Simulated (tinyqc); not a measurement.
Straight dislocations in isotropic elasticity: fields, energies, partials, Peierls stress and walls: one step, computed by the program tinyqc. Command: `OMP_NUM_THREADS=1 python tinyqc.py 3009080 3009081 out.jsonl disloc walk`. One thread of a shared host (Intel(R) Xeon(R) Processor @ 2.30GHz), about 0.01 s of CPU time with the checks.

The line runs along z, the glide plane is y = 0, and beta is the angle between b and the line (0 screw, 90 degrees edge): b_e = b sin(beta) along +x with the extra half plane at y > 0, b_s = b cos(beta). Stress is positive in tension.

Problem. Strength from dislocations. Frank-Read source, averaged over the loop: tau = G b/(2 pi l) [(1 - nu/2)/(1 - nu)] ln(l/r0). Taylor hardening: tau = 0.3 G b sqrt(rho).

Inputs (values chosen for the exercise, modelled on nickel):
```
quantity,value,unit
shear modulus G,77,GPa
Poisson ratio nu,0.306,-
Burgers vector b,2.492,angstrom
dislocation density rho,1.8e+12,1/m^2
core radius r0/b,2,-
source length l,200,nm
```

Give: Frank-Read stress; Taylor stress.

Solution.

Frank-Read stress = 111.7 MPa

Taylor stress = 7.723 MPa
